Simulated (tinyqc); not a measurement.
Resistance of a source-drain extension with a graded tip: two steps of the calculation.

y runs along the channel, the gate covers y > 0. The doping is N0 for y < y0 and N0 10^(-(y - y0)/la) beyond, uniform over the depth xj. Sheet conductance s(y) = q mu(N) max(N - Nch, 0) xj + (for y > 0) ma Cox Vo, with mu(N) = u0 + (u1 - u0)/(1 + (N/Nr)^au) and Cox = eps0 eox/tox. Current is taken as one-dimensional; depletion of the tip, spreading and the contact are left out. The metallurgical junction lies at yj, where N = Nch.

Inputs (values chosen for the exercise); mobility law close to that of electrons in silicon:

| symbol | value | unit | meaning |
|---|---|---|---|
| eox | 25 |  | relative permittivity of the gate insulator (close to zirconium oxide) |
| tox | 9.3 | nm | insulator thickness |
| N0 | 8.3e19 | cm^-3 | active doping of the extension far from the gate |
| la | 2.3 | nm/decade | lateral abruptness |
| y0 | 0.6 | nm | position under the gate where the fall begins (gate edge at 0) |
| xj | 27 | nm | depth of the extension |
| Nch | 3.3e18 | cm^-3 | channel doping |
| Vo | 0.86 | V | gate overdrive |
| ma | 130 | cm^2/(V s) | mobility of the gate-induced layer |
| u1 | 1414 | cm^2/(V s) | mobility at low doping |
| u0 | 68.5 | cm^2/(V s) | mobility at high doping |
| Nr | 9.2e16 | cm^-3 | reference doping |
| au | 0.711 |  | exponent |
| Lg | 50 | nm | gate length |

Constants: q = 1.602176634e-19 C, eps0 = 8.8541878128e-14 F/cm where lengths are in cm. Results are converted to the units shown.

Task 1. Sheet resistances and junction position. yj = y0 + la log10(N0/Nch); sheet resistance of the full extension 1/[q mu(N0)(N0 - Nch) xj] and of the gate-induced layer 1/(ma Cox Vo); metallurgical length Lg - 2 yj; ye is where the doped and the gate-induced conductances are equal.

Give: yj; sheet resistance of the extension; sheet resistance of the induced layer; metallurgical length; ye; N at ye.

Result 1.

yj = 3.821 nm
sheet resistance of the extension = 366.8 ohm/square
sheet resistance of the induced layer = 3758 ohm/square
metallurgical length = 42.36 nm
ye = 2.889 nm
N at ye = 8.395e18 cm^-3

The gate takes over 0.933 nm before the junction, where N is still 2.54 times the channel doping.

Task 2. Resistance of the overlapped part. Midpoint rule on 10 equal steps from 0 to yj: R_ov = sum h/s(y), per width.

Find: y; N; doped conductance; sheet resistance; R_ov.

Result 2.

```
point   y (nm)  N (cm^-3)  doped conductance (uS)  sheet resistance (ohm/square)
0      0.19106  8.3000e19                  2726.3                         334.18
1      0.57319  8.3000e19                  2726.3                         334.18
2      0.95532  5.8155e19                  1947.9                         451.67
3       1.3375  3.9669e19                  1357.4                         615.97
4       1.7196  2.7058e19                  942.85                         827.16
5       2.1017  1.8457e19                  648.05                         1093.9
6       2.4838  1.2590e19                  434.18                         1428.0
7       2.8660  8.5876e18                  274.33                         1850.4
8       3.2481  5.8577e18                  149.60                         2405.6
9       3.6302  3.9956e18                  46.561                         3198.3
```

R_ov = 4.7917 ohm um

Program tinyqc, `OMP_NUM_THREADS=1 python tinyqc.py 2282035 2282036 out.jsonl`; Intel Xeon 2.30GHz, shared host, one thread, about 0.05 s.
